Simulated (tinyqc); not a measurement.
Microkinetic model of a Langmuir-Hinshelwood surface reaction A + (1/2) B2 = AB with Bronsted-Evans-Polanyi barriers: one step, computed by the program tinyqc. Command: `OMP_NUM_THREADS=1 python tinyqc.py 3003686 3003687 out.jsonl microkin walk`. One thread of a shared host (Intel(R) Xeon(R) Processor @ 2.30GHz), about 0.01 s of CPU time with the checks.

A adsorbs in equilibrium; B2 dissociates irreversibly on two free sites; adsorbed A and B react irreversibly and AB leaves at once. theta_A + theta_B + theta_* = 1.

Question. Steady state in closed form. theta_A = K_A p_A theta_*; 2 k1 p_B theta_*^2 = k2 theta_A theta_B, so theta_B = w theta_* with w = 2 k1 p_B/(k2 K_A p_A); theta_* = 1/(1 + K_A p_A + w); rate r = k2 theta_A theta_B.

Inputs (values chosen for the exercise, for a model catalyst): pressure p_A = 0.17 bar; pressure p_B = 0.088 bar; temperature T = 650 K.

K_A = 2.006258 1/bar

k1 = 439.3384 1/(bar s)

k2 = 66066.81 1/s

Give: w; theta_*; theta_A; theta_B; rate r.

Answer.

w = 0.0034316

theta_* = 0.74377

theta_A = 0.25367

theta_B = 0.0025523

rate r = 42.775 1/s per site

The surface is mostly free, and dissociation limits.
